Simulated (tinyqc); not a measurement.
# Esaki diode in forward bias, two-band WKB: effects of single changes

Abrupt p-n junction, depletion approximation. Energies E are counted from the conduction-band edge of the neutral n side; its Fermi level lies at dn, that of the p side at dn - V, and the valence-band edge of the neutral p side at Em = dn + dp - V. Tunnelling needs 0 < E < Em. Two-band dispersion with equal masses m: inside the gap kappa = sqrt(m u (1 - u/Eg)/C), u the distance from a band edge, C = hbar^2/(2 m0).

Parameters, values chosen for the exercise; band and dielectric values close to those of germanium:
```
symbol,value,unit,meaning
T,350,K,temperature
Eg,0.663,eV,band gap
eps_r,16.1,,relative permittivity
Nc,1.31e19,cm^-3,conduction-band density of states at 350 K
Nv,7.59e18,cm^-3,valence-band density of states at 350 K
m,0.042,m0,band-edge mass of the two-band model
Na,8e19,cm^-3,acceptor density
Nd,1.1e19,cm^-3,donor density
V,0.086,V,bias of the p side
```

Constants: q = 1.602176634e-19 C, kB = 1.380649e-23 J/K, hbar = 1.054571817e-34 J s, h = 6.62607015e-34 J s, m0 = 9.1093837015e-31 kg, Vt = kB T/q, eps0 = 8.8541878128e-14 F/cm where lengths are in cm, hbar^2/(2 m0) = 0.0380998212 eV nm^2. Results are converted to the units shown.

Each table varies one quantity; the others keep the values above.

## Effect of the doping Nd

Nd = Nc F12(dn/Vt), Na = Nv F12(dp/Vt), F12(x) = (2/sqrt(pi)) int_0^infinity sqrt(u)/(1 + exp(u - x)) du; dn = EF - Ec on the n side, dp = Ev - EF on the p side (negative outside the bands); Vbi = Eg + dn + dp. W = sqrt(2 eps0 eps_r (Vbi - V)(1/Na + 1/Nd)/q), mean field F = (Vbi - V)/W, peak field 2 F. In a uniform field F the exponent is S = pi sqrt(m/C) Eg^1.5/(4 F). Transverse energy Et = C kt^2/m raises it to S (1 + 4 Et/Eg), so T = exp(-S) exp(-Et/Eb) with Eb = Eg/(4 S). KJ = (2 q^2/h) m/(4 pi C) (times 1e14 for A/cm^2 per eV^2). J = KJ exp(-S) Eb times the integral from 0 to Em of [f(E - dn) - f(E - dn + V)] [1 - exp(-min(E, Em - E)/Eb)] dE, f(x) = 1/(1 + exp(x/Vt)), with S and Eb from the mean field; J > 0 flows from p to n.

Effect of the doping Nd:
```
Nd (cm^-3)  Vbi (V)  mean field (MV/cm)      S  J (A/cm^2)
5.8e18       0.8139              0.4703  9.465       4.861
7.3e18       0.8220              0.5260  8.463       18.87
9.1e18       0.8301              0.5845  7.616       60.94
1.2e19       0.8408              0.6653  6.691       227.2
1.5e19       0.8499              0.7364  6.045       587.6
1.8e19       0.8578              0.7983  5.577        1196
2.3e19       0.8690              0.8866  5.021        2854
2.9e19       0.8807              0.9749  4.566        5989
```

The mean field rises from 0.470 to 0.975 MV/cm, as Nd^(0.45), S falls from 9.46 to 4.57, and |J| rises from 4.86 to 5990 A/cm^2: 3.09 decades, of which exp(-S) accounts for 2.13.

## Exponent along the true band profile

Along the true parabolic profile the field at the point where the conduction edge stands at e = E + u is sqrt(2 q Nd e/(eps0 eps_r)) for e < a D and sqrt(2 q Na (D - e)/(eps0 eps_r)) above, D = Vbi - V, a = Na/(Na + Nd); S(E) = 2 int_0^Eg kappa(u) du/field.

Exponent along the true band profile:
```
E (eV)   S(E)  S(E)/S of the mean field
0.005   5.746                    0.8248
0.015   5.542                    0.7954
0.025   5.383                    0.7727
0.034   5.264                    0.7556
0.044   5.150                    0.7392
0.054   5.053                    0.7253
0.064   4.971                    0.7135
0.073   4.912                    0.7051
0.083   4.868                    0.6988
```

S(E) falls from 5.75 to 4.87. The mean field gives S = 6.97 and the peak field 3.48; the smallest S(E) is 0.70 of the mean-field value, so the mean field understates the best transmission by a factor of 8.15.

Range of the model: The two-band model describes a direct gap; phonon-assisted tunnelling across an indirect gap is left out. Parabolic densities of states, no band tails and no gap narrowing, all of which matter at such doping.

tinyqc, about 0.01 s, one thread, Intel Xeon 2.30GHz (shared host): `OMP_NUM_THREADS=1 python tinyqc.py 2620008 2620009 out.jsonl`
